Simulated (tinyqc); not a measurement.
States in the gap of a film: thin (001) film in sp3s* tight binding with raised dangling bonds.

Planes alternate anion (a), cation (c) along [001], a/4 apart, starting with an anion; zero in-plane momentum; levels counted from the bulk Ev, the lower root of [[Epa, Vxx], [Vxx, Epc]]; no spin-orbit coupling. Block of s, pz, s*: from an anion to the cation above, Vss/2 (s,s), Vsapc/2 (s,z), -Vscpa/2 (z,s), Vxx/2 (z,z), Vxapc/2 (s*,z), -Vpaxc/2 (z,s*); to the cation below the same with the s-z and s*-z signs reversed. Block of u = (px + py)/sqrt2 and v = (px - py)/sqrt2: to the cation above (Vxx + Vxy)/2 for u and (Vxx - Vxy)/2 for v, to the cation below the reverse. Each surface atom has two dangling sp3 hybrids; raising both by dl adds (dl/2) [[1, t], [t, 1]] to its s, pz levels (t = -1 at the bottom face, +1 at the top) and dl to the one of u, v in whose plane the missing bonds lie (v for a bottom anion or a top cation, u for a top anion).

Parameters, chosen for this exercise (out of a larger set: near a published set for Si, fitted to gaps, whose masses and valley positions are rough; not measured data): p = (-4.216, 1.721, -4.216, 1.721, 6.682, 6.682, -8.295, 1.706, 4.604, 5.713, 5.713, 5.407, 5.407) eV (order Esa, Epa, Esc, Epc, Exa, Exc, Vss, Vxx, Vxy, Vsapc, Vscpa, Vxapc, Vpaxc); Nw = 22 (planes in the thicker film).

edges (eV): Gamma 3.41200, Delta 1.12151

Levels between 0 and the lower bulk edge, the largest weight on the two outer planes of both faces among them, and the nearest levels outside, for several shifts dl.

Film of Nw planes:
```
dl (eV)  levels in the gap       at (eV)  surface weight  next above (eV)  next below (eV)
0                        2  0.243, 0.294            0.73           1.1733          -0.0784
1                        2  0.717, 0.732            0.81           1.1753          -0.0784
2                        0             -               -           1.1275          -0.0784
3                        0             -               -           1.1673          -0.0784
5                        0             -               -           1.1699          -0.0784
10                       0             -               -           1.1707          -0.0784
30                       0             -               -           1.1711          -0.0784
100                      0             -               -           1.1712          -0.0784
```

Can the levels of the bare film be read as confined subbands?

No: with bare surfaces (dl = 0) 2 levels lie in the bulk gap, with up to 73 % of the weight on the four outer planes, two a face, where an even spread gives 18 %; these are dangling-bond states, not subbands. The reruns show the bulk gap clear from dl = 2 eV on, and at dl = 30 eV the next level above lies -0.1 meV from its value at 100 eV. At dl = 2 eV the next level above is more than 20 meV from its value at 100 eV, so the surface still acts on it.

Run: tinyqc, `OMP_NUM_THREADS=1 python tinyqc.py 1451515 1451516 out.jsonl`; Intel(R) Xeon(R) Processor @ 2.30GHz, one thread, shared host; about 0.4 s of CPU time with all checks.
